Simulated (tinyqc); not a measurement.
Hubbard chain of 6 sites, step by step. One step of it, computed by the program tinyqc.

Task: Mean-field iteration 3. H(up) = T + U n(down), H(down) = T + U n(up); fill the lowest levels; n(new) = n + mixing (n(out) - n); E = tr T (rho up + rho down) + U sum n_up n_down of the output.

one-body matrix (hopping and site energies) (eV), lower triangle:
```
           1          2          3          4          5         6
1  -0.630000
2  -1.090000   0.550000
3   0.000000  -1.090000  -0.380000
4   0.000000   0.000000  -1.090000   0.030000
5   0.000000   0.000000   0.000000  -1.090000   0.280000
6   0.000000   0.000000   0.000000   0.000000  -1.090000  0.270000
```

U = 4.000000 eV

electrons, up and down: 3  1

mixing = 1

n(up) after iteration 2: 1 0.788204, 2 0.300775, 3 0.463105, 4 0.425189, 5 0.455224, 6 0.567502

n(down) after iteration 2: 1 0.032398, 2 0.167256, 3 0.248291, 4 0.348843, 5 0.149989, 6 0.053223

Give: levels, up; levels, down; energy; n(up) after iteration 3; n(down) after iteration 3.

Result:

levels, up (eV): -1.2705  -0.7901  -0.1050  1.1676  2.1574  2.9606

levels, down (eV): -0.2112  0.7001  1.6382  2.6138  3.4998  3.8793

energy = -3.9847 eV

n(up) after iteration 3: 1 0.8526, 2 0.2763, 3 0.6238, 4 0.2827, 5 0.4497, 6 0.5149

n(down) after iteration 3: 1 0.0316, 2 0.1991, 3 0.3922, 4 0.2715, 5 0.0912, 6 0.0143
